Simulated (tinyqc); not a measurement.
Ground states by the convex hull: cluster expansion of a binary alloy: correlations, fit, cross-validation and ground states. Computed by tinyqc, a small Python program. Command: `OMP_NUM_THREADS=1 python tinyqc.py 3010209 3010210 out.jsonl clex walk`. One thread of a shared host (Intel(R) Xeon(R) Processor @ 2.30GHz), about 0.08 s of CPU time with the checks.

s = +1 for A and -1 for B. Energy per site E = J0 + J1 P(point) + sum over clusters of m V P, with P the mean product of spins; V > 0 on a pair favours unlike neighbours. Clusters per site m: pair 1 2, pair 2 2, pair 3 2, triplet 4; the triplet is two first-neighbour bonds at a right angle. Formation energies are counted from the line between pure A and pure B, which removes J0 and J1.

Inputs (values chosen for the exercise, for a model alloy):
```
quantity                    value      unit
first-pair interaction V1    25.5       meV
second-pair interaction V2    5.8       meV
third-pair interaction V3     1.9       meV
triplet interaction Vt          4       meV
noise amplitude               6.8  meV/site
```

Lattice: square.

Method:
- Design matrix of formation energies: m (P - 1) for pairs and m (P(triplet) - P(point)) for the triplet; x = (1 - P(point))/2.
- Exact: X V with V = (V1, V2, V3, Vt). The data to fit add the noise amplitude times the normal numbers, standing for what the clusters leave out.
- Leave out pair 3: A = X^T X and b = X^T E (E being the data with noise) over these three columns; solve A V = b. The root-mean-square error runs over the structures between the pure ends.
- Height above the hull = E less the lowest straight line between two structures that bracket x (or the lowest structure at the same x). The three-term fit is X V with the fitted values.

correlations P, counted on periodic cells:
```
                      point    pair 1    pair 2    pair 3   triplet
A                   1.00000   1.00000   1.00000   1.00000   1.00000
A3B p(2x2)          0.50000   0.00000   0.00000   1.00000  -0.50000
A3B c(4x2)          0.50000   0.00000   0.00000   0.50000  -0.50000
A2B diagonal rows   0.33333  -0.33333   0.33333  -0.33333  -0.33333
A2B rows            0.33333   0.33333  -0.33333   0.33333   0.33333
AB c(2x2)           0.00000  -1.00000   1.00000   1.00000   0.00000
AB p(2x1)           0.00000   0.00000  -1.00000   1.00000   0.00000
A2B2 rows           0.00000   0.50000   0.00000   0.00000   0.00000
AB2 diagonal rows  -0.33333  -0.33333   0.33333  -0.33333   0.33333
AB2 rows           -0.33333   0.33333  -0.33333   0.33333  -0.33333
AB3 p(2x2)         -0.50000   0.00000   0.00000   1.00000   0.50000
AB3 c(4x2)         -0.50000   0.00000   0.00000   0.50000   0.50000
B                  -1.00000   1.00000   1.00000   1.00000  -1.00000
```

standard normal numbers for the noise (0 for the pure ends): A 0.000, A3B p(2x2) -0.087, A3B c(4x2) 0.447, A2B diagonal rows -0.750, A2B rows -0.202, AB c(2x2) -0.552, AB p(2x1) -0.553, A2B2 rows 1.416, AB2 diagonal rows 1.597, AB2 rows 0.555, AB3 p(2x2) -0.448, AB3 c(4x2) -0.714, B 0.000

X:
```
                     pair 1    pair 2    pair 3   triplet
A                   0.00000   0.00000   0.00000   0.00000
A3B p(2x2)         -2.00000  -2.00000   0.00000  -4.00000
A3B c(4x2)         -2.00000  -2.00000  -1.00000  -4.00000
A2B diagonal rows  -2.66667  -1.33333  -2.66667  -2.66667
A2B rows           -1.33333  -2.66667  -1.33333   0.00000
AB c(2x2)          -4.00000   0.00000   0.00000   0.00000
AB p(2x1)          -2.00000  -4.00000   0.00000   0.00000
A2B2 rows          -1.00000  -2.00000  -2.00000   0.00000
AB2 diagonal rows  -2.66667  -1.33333  -2.66667   2.66667
AB2 rows           -1.33333  -2.66667  -1.33333   0.00000
AB3 p(2x2)         -2.00000  -2.00000   0.00000   4.00000
AB3 c(4x2)         -2.00000  -2.00000  -1.00000   4.00000
B                   0.00000   0.00000   0.00000   0.00000
```

fitted V1, V2, Vt (meV): 26.4872  5.7093  4.0148

exact energies (meV/site): A 0.000, A3B p(2x2) -78.600, A3B c(4x2) -80.500, A2B diagonal rows -91.467, A2B rows -52.000, AB c(2x2) -102.000, AB p(2x1) -74.200, A2B2 rows -40.900, AB2 diagonal rows -70.133, AB2 rows -52.000, AB3 p(2x2) -46.600, AB3 c(4x2) -48.500, B 0.000

root-mean-square error of the three-cluster fit = 4.53113 meV/site

Hull among these structures (meV/site):
```
structure               x  exact E  above hull  fitted E  above hull, fit
A                  0.0000     0.00       0.000      0.00            0.000
A3B p(2x2)         0.2500   -78.60       1.900    -80.45            0.000
A3B c(4x2)         0.2500   -80.50       0.000    -80.45            0.000
A2B diagonal rows  0.3333   -91.47       0.000    -88.95            0.000
A2B rows           0.3333   -52.00      39.467    -50.54           38.410
AB c(2x2)          0.5000  -102.00       0.000   -105.95            0.000
AB p(2x1)          0.5000   -74.20      27.800    -75.81           30.137
A2B2 rows          0.5000   -40.90      61.100    -37.91           68.043
AB2 diagonal rows  0.6667   -70.13       0.000    -67.54            3.094
AB2 rows           0.6667   -52.00      18.133    -50.54           20.091
AB3 p(2x2)         0.7500   -46.60       6.000    -48.33            4.641
AB3 c(4x2)         0.7500   -48.50       4.100    -48.33            4.641
B                  1.0000     0.00       0.000      0.00            0.000
```

lowest exact formation energy = -102 meV/site

What follows from these numbers?

On the exact hull: A, A3B c(4x2), A2B diagonal rows, AB c(2x2), AB2 diagonal rows, B. The fit finds A, A3B p(2x2), A3B c(4x2), A2B diagonal rows, AB c(2x2), B instead; its root-mean-square error is 4.53 meV. A structure at zero height may lie on a tie line without being a vertex, and structures outside this list could lie lower.

Extremes, crossings and ranges named in words are read from the listed rows.
